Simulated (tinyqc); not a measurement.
A spin-degenerate level with charging energy between two leads, rate equations: one step of the calculation.

States 0, up, down and 2 with energies 0, e1 - Ez/2, e1 + Ez/2 and 2 e1 + U. mu_L = +V/2, mu_R = -V/2 (meV), f(x) = 1/(1 + exp(x/kB T)). A transition that adds one electron of given spin at the energy E has the rate G f(E - mu) from each lead, and its reverse G [1 - f(E - mu)]. I counts electrons leaving the left lead, times q.

Task. Transition energies and Fermi factors. Transition energies: 0-up e1 - Ez/2, 0-down e1 + Ez/2, up-2 e1 + U + Ez/2, down-2 e1 + U - Ez/2.

Values chosen for this exercise: charging energy of the second electron U = 5.3 meV; level e1 = -2.7 meV; temperature T = 0.98 K; bias V = 12 mV; Zeeman splitting Ez = 0 meV.

Constants: q = 1.602176634e-19 C, kB = 1.380649e-23 J/K, Vt = kB T/q. Results are converted to the units shown.

Find: E; fL; fR.

Result.

```
transition	E (meV)	fL	fR (1e-17)
0-up	-2.7000	1.0000	1.0698
0-down	-2.7000	1.0000	1.0698
up-2	2.6000	1.0000	0.0000
down-2	2.6000	1.0000	0.0000
```

Range of the model: Rate equations need hbar G well below kB T; cotunnelling and the Kondo effect are left out.

tinyqc, about 0.01 s, one thread, Intel Xeon 2.30GHz (shared host): `OMP_NUM_THREADS=1 python tinyqc.py 2780130 2780131 out.jsonl`
